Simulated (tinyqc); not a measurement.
Worked calculation: nanosheet or nanowire with hard walls, valleys of the Si type. Values are carried at full precision from step to step, so a last printed digit may differ when a step is redone from the rounded ones.

Six ellipsoidal valleys along the cube axes: inverse mass tensor w = 1/mt + (1/ml - 1/mt) a a^T with a the unit axis. Device axes: x along the channel, z = [001], y = z x x.

Constants: hbar^2/2m0 = 3.80998211 eV angstrom^2; hbar = 6.58211957e-16 eV s; e^2/h = 3.874045865e-05 S; kB = 8.617333262e-05 eV/K.

Inputs chosen for the exercise (near those of Si; not measured data):
- ml = 0.917 m0 (longitudinal mass)
- mt = 0.189 m0 (transverse mass)
- channel = 100 (transport direction x on a (001) wafer)
- W = 140 angstrom (width, along y)
- H = 76 angstrom (height, along z = [001])
- dE = 0.026 eV (EF above the lowest subband edge)
- T = 300 K (temperature)
- g_all = 6 (number of valleys)

## Valley masses for a [100] channel

Rotate w into the device axes and group equal valleys (|w_yz| counts); order by w_zz, then w_yy. 1/m_x = w_xx - w_xc w_c^-1 w_cx with c the block (y, z).

Valleys:

| group | valleys g | w_yy | w_zz | \|w_yz\| | m_x (m0) |
|---|---|---|---|---|---|
| A | 2 | 5.2910 | 1.0905 | 0.0000 | 0.1890 |
| B | 2 | 1.0905 | 5.2910 | 0.0000 | 0.1890 |
| C | 2 | 5.2910 | 5.2910 | 0.0000 | 0.9170 |

The lightest transport mass, 0.189 m0, belongs to groups A and B.

## One-dimensional subbands

Hard walls around a W x H rectangle. The block w_c of w in (y, z) confines; the transport mass follows from 1/m_x = w_xx - w_xc w_c^-1 w_cx. The cross-section problem c (w_yy ky^2 + 2 w_yz ky kz + w_zz kz^2), c = hbar^2/2m0, is solved in products sin(n pi y/W) sin(l pi z/H), n, l = 1 to 12; if w_yz = 0 the levels are c pi^2 (w_yy n^2/W^2 + w_zz l^2/H^2). The w_yz term couples (n, l) to (n', l') by -2 c w_yz D_nn'(W) D_ll'(H) with D_nm(L) = 4 n m/(L (n^2 - m^2)) for n + m odd and 0 otherwise.

The ten lowest levels of all groups together, numbered within each group.

Subbands:

| label | valleys g | m_x (m0) | E (eV) |
|---|---|---|---|
| A1 | 2 | 0.1890 | 0.0173 |
| B1 | 2 | 0.1890 | 0.0365 |
| A2 | 2 | 0.1890 | 0.0385 |
| B2 | 2 | 0.1890 | 0.0428 |
| C1 | 2 | 0.9170 | 0.0446 |
| A3 | 2 | 0.1890 | 0.0477 |
| B3 | 2 | 0.1890 | 0.0533 |
| B4 | 2 | 0.1890 | 0.0679 |
| A4 | 2 | 0.1890 | 0.0690 |
| A5 | 2 | 0.1890 | 0.0740 |

The lowest subband is A1; the number of further ones in the list within kB T = 25.9 meV of it at 300 K is 3.

## Modes, density and velocity at zero temperature

With EF = E_lowest + dE, each subband below EF has k_F = sqrt(m_x (EF - E)/c), carries n = 2 g k_F/pi electrons per length (spin included), moves at v = 2 c k_F/(hbar m_x) and adds 2 g e^2/h to the ballistic conductance; c = hbar^2/2m0, 1 angstrom/s = 1e-8 cm/s.

Occupied subbands:

| label | k_F (1/angstrom) | n (1/nm) | v (1e7 cm/s) |
|---|---|---|---|
| A1 | 0.0359 | 0.457 | 2.20 |
| B1 | 0.0182 | 0.232 | 1.12 |
| A2 | 0.0153 | 0.194 | 0.94 |
| B2 | 0.0047 | 0.059 | 0.28 |

total n = 0.943 1/nm
ballistic conductance = 619.8 microsiemens

EF lies below the last listed level, so the count is complete for these valleys (other families, and non-parabolicity above about 0.2 eV, are left out): 4 subbands with 8 valley modes. The Fermi velocity, averaged with the densities as weights, is 1.55 x 1e7 cm/s; the mean over all filled states moving one way is half of it.

## Threshold shift from confinement

Without degeneracy the line density is N1 exp((EF - Ec)/kB T) with N1 = sum 2 g sqrt(m_x kB T/(4 pi c)) exp(-E/kB T), here over n, l up to 80 where w_yz = 0 and over all levels of a 12 x 12 sine basis otherwise; the classical value is W H Nc with Nc = 2 g_all (m_dos kB T/(4 pi c))^(3/2), m_dos = (ml mt^2)^(1/3); dVt = kB T ln(W H Nc/N1).

Form N1, W H Nc and dVt.

N1 = 0.9427 1/nm
W H Nc = 2.899 1/nm
dVt = 29.0 mV

## Checks

- Lowest level of group A on a 40 x 40 difference grid against the sine basis, eV: both 0.017.

Computed by tinyqc, a small Python program: `OMP_NUM_THREADS=1 python tinyqc.py 1252233 1252234 out.jsonl` (the numbers bound the seed that draws the inputs); one thread of a shared host (Intel(R) Xeon(R) Processor @ 2.30GHz), about 0.04 s for the whole set of steps.
